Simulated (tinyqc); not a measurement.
Hubbard ring of 3 sites, step by step. One step of it, computed by the program tinyqc.

Task: The many-body Hamiltonian. Basis: all placements (u, d, 2, 0 on each site), up operators ordered before down ones; hops carry the sign of the same-spin electrons passed.

one-body matrix (hopping and site energies) (eV):
```
           1          2          3
1   0.000000  -1.480000  -1.480000
2  -1.480000   0.000000  -1.480000
3  -1.480000  -1.480000   0.000000
```

U = 1.000000 eV

electrons, up and down: 1  1

Give: H.

Result:

H (eV):
```
         200      ud0      u0d      du0      020      0ud      d0u      0du
200   1.0000  -1.4800  -1.4800  -1.4800   0.0000   0.0000  -1.4800   0.0000
ud0  -1.4800   0.0000  -1.4800   0.0000  -1.4800   0.0000   0.0000  -1.4800
u0d  -1.4800  -1.4800   0.0000   0.0000   0.0000  -1.4800   0.0000   0.0000
du0  -1.4800   0.0000   0.0000   0.0000  -1.4800  -1.4800  -1.4800   0.0000
020   0.0000  -1.4800   0.0000  -1.4800   1.0000  -1.4800   0.0000  -1.4800
0ud   0.0000   0.0000  -1.4800  -1.4800  -1.4800   0.0000   0.0000   0.0000
d0u  -1.4800   0.0000   0.0000  -1.4800   0.0000   0.0000   0.0000  -1.4800
0du   0.0000  -1.4800   0.0000   0.0000  -1.4800   0.0000  -1.4800   0.0000
002   0.0000   0.0000  -1.4800   0.0000   0.0000  -1.4800  -1.4800  -1.4800

         002
200   0.0000
ud0   0.0000
u0d  -1.4800
du0   0.0000
020   0.0000
0ud  -1.4800
d0u  -1.4800
0du  -1.4800
002   1.0000
```
